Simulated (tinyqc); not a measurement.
## Gate voltage for a given inversion charge

Question. p-type body, charge-sheet picture, depletion and inversion only, full ionisation (an idealisation for deep acceptors), Boltzmann statistics (rough once Na exp(x - xn) passes about Nc/7). In units of Vt: xg = (Vg - Vfb)/Vt, x = psi/Vt, G = gamma/sqrt(Vt), xn = (2 phiF + Vc)/Vt. The implicit equation is (xg - x)^2 = G^2 [x - 1 + exp(x - xn)] for x above about 3. Cox = eps0 eox/tox. ni = sqrt(Nc Nv) exp(-Eg/(2 Vt)), Eg in volts; phiF = Vt ln(Na/ni); gamma = sqrt(2 q eps0 eps_r Na)/Cox. N_inv = (Cox Vt G/q) [sqrt(x - 1 + exp(x - xn)) - sqrt(x - 1)]. Find x - xn, psi and Vg.

Parameters, values chosen for the exercise; band and dielectric values close to those of silicon:
```
symbol,value,unit,meaning
T,350,K,temperature
Eg,1.12,eV,band gap
eps_r,11.9,,relative permittivity
Nc,3.53e19,cm^-3,conduction-band density of states at T
Nv,3.39e19,cm^-3,valence-band density of states at T
eox,22.5,,relative permittivity of the gate insulator (close to hafnium oxide)
tox,4.8,nm,insulator thickness
Na,1.8e16,cm^-3,acceptor density
Vfb,-0.6,V,flat-band voltage
Vc,0.2,V,channel-body voltage
```

Constants: q = 1.602176634e-19 C, kB = 1.380649e-23 J/K, Vt = kB T/q, eps0 = 8.8541878128e-14 F/cm where lengths are in cm. Results are converted to the units shown.

N_inv = 5.6e10 cm^-2

Solution. N_inv rises steadily with x, so it fixes x; the implicit equation then gives xg directly.

x - xn = 2.036
psi = 0.9253 V
Vg = 0.3452 V

Computed by the program tinyqc: `OMP_NUM_THREADS=1 python tinyqc.py 2122099 2122100 out.jsonl`, one thread of a shared Intel Xeon 2.30GHz, about 0.01 s for the whole run.
